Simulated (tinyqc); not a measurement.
Cabrera-Mott growth of a thin oxide under its own electric field: one step, computed by the program tinyqc.

Electrons cross the film freely and set a fixed potential V across it; the field V/x lowers the barrier for ions entering the oxide.

Problem. Thickness after time t. u = u0 exp(-W/(k_B T)), X1 = z b V/(k_B T) with V in volts and k_B T in eV; dx/dt = u exp(X1/x). t(x) = int_(x0)^x dx / (dx/dt) by Gauss-Legendre quadrature (80 points on each side of (x0 + 2 x)/3), solved for x.

Inputs (values chosen for the exercise, for a model metal):
```
quantity                value      unit
Mott potential V          1.4         V
temperature T             250         K
starting thickness x0     5.4  angstrom
time t                 740000         s
```

Backward hops: ignored.

u = 4.334133e-18 angstrom/s

X1 = 136.4691 angstrom

Give: thickness x; rate at time t; field at time t.

Solution.

thickness x = 5.590 angstrom

rate at time t = 1.733e-07 angstrom/s

field at time t = 25.04 MV/cm

X1/x = 24.4: the field term still rules. Caution: the starting field or rate is formal: the first layers form as fast as oxygen arrives.
